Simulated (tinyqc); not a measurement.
## Thin-film transistor with exponential tail and deep states, accumulation layer: transfer curve

An undoped film in accumulation, thicker than the space-charge layer. With band bending psi the Fermi level lies E0 - psi below the band edge. Free electrons n = n0 exp(psi/Vt) carry the current; electrons in two exponential distributions of traps, a = a0 exp(psi/Va) and d = d0 exp(psi/Vp), do not. Linear regime, ohmic contacts, traps in equilibrium.

Va = kB Tt/q, Vp = kB Td/q; n0 = Nc exp(-E0/Vt), a0 = Nt th(T/Tt) exp(-E0/Va), d0 = Nd th(T/Td) exp(-E0/Vp), th(x) = pi x/sin(pi x). G(psi) = sum over the three kinds of c0 [V (exp(psi/V) - 1) - psi], field F = sqrt(2 q G/(eps0 eps_r)); Vg = psi + eps0 eps_r F/Ci at the surface. Total charge Q = Ci (Vg - psi_s); free charge Qf = q times the integral of n0 (exp(psi/Vt) - 1)/F over psi from 0 to psi_s; I = (W/L) mb Qf Vd; effective mobility mb Qf/Q. The last column is d ln I/d ln Vg.

Values chosen for this exercise; values close to those of amorphous indium gallium zinc oxide: temperature T = 300 K; relative permittivity of the semiconductor eps_r = 10; density of extended states Nc = 4.7e18 cm^-3; band mobility mb = 20 cm^2/(V s); total density of tail states Nt = 3.1e18 cm^-3; characteristic temperature of the tail Tt = 380 K; total density of deep states Nd = 9.5e16 cm^-3; characteristic temperature of the deep states Td = 1410 K; bulk Fermi level below the band edge E0 = 0.62 eV; gate capacitance Ci = 17 nF/cm^2; ratio W/L WL = 2; drain voltage Vd = 0.05 V.

Constants: q = 1.602176634e-19 C, kB = 1.380649e-23 J/K, Vt = kB T/q, eps0 = 8.8541878128e-14 F/cm where lengths are in cm. Results are converted to the units shown.

Transfer curve:
```
Vg (V)  E0 - psi_s (eV)  Q (nC/cm^2)  free share (%)  effective mobility (cm^2/(V s))    I (nA)  exponent
0.92             0.3551        11.14         0.01800                         0.003600  0.004009     6.135
1.5              0.2596        19.37          0.2360                          0.04720   0.09144     6.167
2.4              0.1846        33.40           1.522                           0.3044     1.017     4.029
4                0.1296        59.66           4.390                           0.8781     5.239     2.599
6.5             0.08922        101.5           7.785                            1.557     15.80     2.023
11              0.05105        177.3           11.83                            2.366     41.95     1.724
17              0.02167        278.8           15.43                            3.085     86.03     1.586
```

Read the table: what changes, and by how much?

The current rises from 0.00401 to 86.0 nA and the free share rises from 0.0180 to 15.4 %; the exponent goes from 6.13 through a maximum of 6.17 (at Vg = 1.5 V among the rows listed) to 1.59. If one kind of trap held all the charge, I would go as Q^(2 Tx/T - 1): 8.40 for the deep states, 1.53 for the tail and 1 for free electrons alone. For Vg = 11 to 17 V the surface Fermi level is within 2 Vt of the band edge, where the exponential forms fail. For Vg = 2.4 to 17 V the th form, which assumes a Fermi level far below the edge, overcounts the filled tail at the surface by more than 15 %.

Numbers from tinyqc (`OMP_NUM_THREADS=1 python tinyqc.py 2610135 2610136 out.jsonl`; about 0.03 s on one thread of a shared Intel Xeon 2.30GHz).
